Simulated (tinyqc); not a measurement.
Voltage drop against the pad pitch.

A grid of 13 by 13 nodes with segments Rx (rows) and Ry (columns); every node draws I1 and the central node kh I1; pads with resistance Rp sit at the nodes whose row and column are multiples of the pitch, counting from 0. The drops u = Vdd - V follow from G u = i, with G the conductance matrix and i the load currents, solved directly.

Inputs (values chosen for the exercise):

| symbol | value | unit | meaning |
|---|---|---|---|
| Vdd | 0.9 | V | supply voltage |
| Rx | 0.31 | ohm | resistance of a horizontal segment |
| Ry | 0.59 | ohm | resistance of a vertical segment |
| Rp | 0.082 | ohm | resistance from a pad node to the supply |
| kh | 3 |  | factor on the load at the hot node |
| I1 | 0.055 | mA | load current of a node in the large grid |

Voltage drop against the pad pitch:

| pitch (nodes) | pads | worst drop (mV) | mean drop (mV) | largest drop at a pad (mV) | largest pad current (mA) | worst drop over Vdd (%) |
|---|---|---|---|---|---|---|
| 1 | 169 | 0.0098095 | 0.0045634 | 0.0098095 | 0.11963 | 0.0010899 |
| 2 | 49 | 0.043915 | 0.029801 | 0.024032 | 0.29307 | 0.0048795 |
| 3 | 25 | 0.099276 | 0.074305 | 0.045545 | 0.55543 | 0.011031 |
| 4 | 16 | 0.20696 | 0.13922 | 0.065444 | 0.79809 | 0.022996 |
| 6 | 9 | 0.38704 | 0.31748 | 0.13730 | 1.6744 | 0.043004 |
| 12 | 4 | 1.4984 | 1.2288 | 0.19280 | 2.3512 | 0.16649 |

The worst drop goes from 0.00981 to 1.50 mV while the number of pads falls from 169 to 4; between the last two rows it goes as pitch^(1.95). The largest drop at a pad is 100 % of the worst drop in the first row and 12.9 % in the last; the rest falls along the wires.

Program tinyqc, `OMP_NUM_THREADS=1 python tinyqc.py 2770205 2770206 out.jsonl`; Intel Xeon 2.30GHz, shared host, one thread, about 0.07 s.
